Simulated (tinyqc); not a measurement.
Inside a calculation: standing waves and exposure in a photoresist film. Values are carried at full precision from step to step, so a last printed digit may differ when a step is redone from the rounded ones.

Normal incidence from air. Unexposed resist: N1 = n1 + i k1 with k1 = (A + B) lam/(4 pi), lam in micrometres. r01 = (1 - N1)/(1 + N1), t01 = 2/(1 + N1). Substrate Ns = ns + i ks: r12 = (N1 - Ns)/(N1 + Ns). With p = exp(2 pi i N1 d/lam), the field at depth z is E(z) = t01 [exp(2 pi i N1 z/lam) + r12 p^2 exp(-2 pi i N1 z/lam)]/(1 + r01 r12 p^2), the relative intensity I(z) = n1 |E(z)|^2 and the reflectance R = |(r01 + r12 p^2)/(1 + r01 r12 p^2)|^2.

Inputs chosen for the exercise (a resist on Si, indices near tabulated ones; shifted at random, so the results belong to these values and not to a real crystal):
- lam = 365 nm (vacuum wavelength)
- n1 = 1.677 (resist index)
- A = 0.79 1/micrometre (bleachable absorption (Dill A))
- B = 0.06 1/micrometre (fixed absorption (Dill B))
- d = 919 nm (resist thickness)
- ns = 6.557 (substrate n)
- ks = 2.65 (substrate k)
- C = 0.04 cm^2/mJ (exposure rate (Dill C))
- D = 60 mJ/cm^2 (incident dose)
- Ld = 10 nm (diffusion length of the post-exposure bake)

## Interface coefficients

Form N1, r01, t01 and r12.

N1 = 1.67700+0.02469i
r01 = -0.2530-0.0069i
t01 = 0.7470-0.0069i
r12 = -0.6298-0.1143i
|r12|^2 = 0.4097

Next to the bottom the intensity swings by a factor ((1 + |r12|)/(1 - |r12|))^2 = 20.8 between antinode and node.

## Round trip and reflectance

Form p^2, the denominator and R; the period of the standing wave is lam/(2 n1).

p^2 = -0.4305+0.1558i
1 + r01 r12 p^2 = 0.9266+0.0104i
R = 0.0051
period = 108.83 nm

The film holds 8.44 periods.

## Intensity and exposure over the lowest period

Nine depths from d - period to d. Without bleaching during the exposure the share of unexposed compound is m = exp(-C D I).

Profile:

| z (nm) | I | m |
|---|---|---|
| 810.2 | 0.105 | 0.777 |
| 823.8 | 0.205 | 0.612 |
| 837.4 | 0.612 | 0.230 |
| 851.0 | 1.086 | 0.074 |
| 864.6 | 1.347 | 0.039 |
| 878.2 | 1.239 | 0.051 |
| 891.8 | 0.825 | 0.138 |
| 905.4 | 0.343 | 0.439 |
| 919.0 | 0.075 | 0.835 |

I runs from 0.075 to 1.347 on these points, so m runs from 0.039 to 0.835; the least exposed point listed lies 0.0 nm above the bottom.

## Smoothing by the bake

Gaussian diffusion of length Ld multiplies a cosine of period L by exp(-2 pi^2 Ld^2/L^2). Give that factor, and the Ld that leaves 10 %.

factor = 0.846
Ld for 10 % = 37.17 nm

## Checks

- R against the transfer-matrix product: both 0.0051400.
- Absorption (A + B) d times the mean of I against 1 - R - T: both 0.702.

Computed by tinyqc, a small Python program: `OMP_NUM_THREADS=1 python tinyqc.py 1681070 1681071 out.jsonl` (the numbers bound the seed that draws the inputs); one thread of a shared host (Intel(R) Xeon(R) Processor @ 2.30GHz), about 0.01 s for the whole set of steps.
